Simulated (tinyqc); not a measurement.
Worked calculation: temperature and isotope dependence of a band gap in oscillator models. Values are carried at full precision from step to step, so a last printed digit may differ when a step is redone from the rounded ones.

E(T) = E0 - sum_i sl_i th_i n_i(T), n = 1/(exp(th/T) - 1). The same coupling lowers the gap at 0 K by the zero-point term ZP = sum_i sl_i th_i/2, so the gap of the static lattice is E0 + ZP. Thermal expansion is taken as part of the slopes.

Parameters, chosen for this exercise (near those of InAs; the results hold for these values, not for the real material):
- E0 = 0.413 eV (gap at 0 K)
- th = (50, 198) K (temperatures of two oscillators)
- sl = (0.0488, 0.2382) meV/K (their high-temperature slopes)
- T = 200 K (temperature)
- M = 94.9 u (mean atomic mass)
- dM = 1.13 u (change of the mean mass (not bounded by the natural isotopes))
- T12 = (130, 260) K (temperatures of the fits)

## The gap at T

Give the occupations, the two terms, the gap, ZP and the static gap.

n_i: 3.52081  0.59128

terms (meV): 8.591  27.887

E(T) = 0.3765 eV
ZP = 24.80 meV
static gap = 0.4378 eV

The thermal fall, 36.5 meV, is larger than the zero-point term, 24.8 meV; the soft oscillator supplies 24 % of the fall but 5 % of ZP. A calculation with clamped ions should be compared with the static gap.

## Slope and asymptote

dE/dT = -sum sl_i (th_i/T)^2 n_i (1 + n_i). At high T, n -> T/th - 1/2, so E -> E0 + ZP - (sum sl_i) T. Give the slope, its ratio to the limit, and the value at 0 K of the tangent drawn at T.

dE/dT = -0.2682 meV/K
ratio to the limiting slope = 0.9345
intercept of the tangent = 0.4302 eV
intercept - E0 = 17.16 meV

The tangent recovers 69 % of ZP: the extrapolation works only from T well above the higher oscillator (198 K).

## Isotope effect

With M -> M + dM the oscillator temperatures scale as M^(-1/2) and the slopes stay. Give th, ZP, E0 (static gap fixed) and E(T) for the new mass, and the linear rule dE0 = ZP dM/(2 M).

th (K): 49.70  196.83

ZP = 24.655 meV
shift of E0 = 0.146 meV
linear rule = 0.148 meV
shift of E(T) = 0.045 meV

The heavier crystal has the wider gap. At 200 K 31 % of the shift at 0 K is left; it fades at high T, where the motion is classical and the mean-square amplitude no longer depends on mass.

## Two common fits

Two-parameter forms are made to pass through the falls at the two temperatures T12: Varshni aV T^2/(T + bV), from the line T^2/fall = (T + bV)/aV; one oscillator s1 t1/(exp(t1/T) - 1), with t1 from the ratio of the falls.

Give the falls and the parameters.

falls (meV): 18.3530  52.8218

aV = 0.3622 meV/K
bV = 204 K
t1 = 163.9 K
s1 = 0.2831 meV/K
ZP of the one-oscillator fit = 23.2 meV

The limiting slope of the model is 0.2870 meV/K; Varshni puts it +26 % off and one oscillator -1 %. The ZP of the fit differs from the true one by -1.6 meV.

## Checks

- Slope by finite differences against the formula (meV/K): both 0.26821.
- Fall at 20 times the higher oscillator temperature against the asymptote (meV): 1111.9 against 1111.7.

Program tinyqc; command `OMP_NUM_THREADS=1 python tinyqc.py 1880611 1880612 out.jsonl`; about 0.01 s on one thread of a shared Intel(R) Xeon(R) Processor @ 2.30GHz.
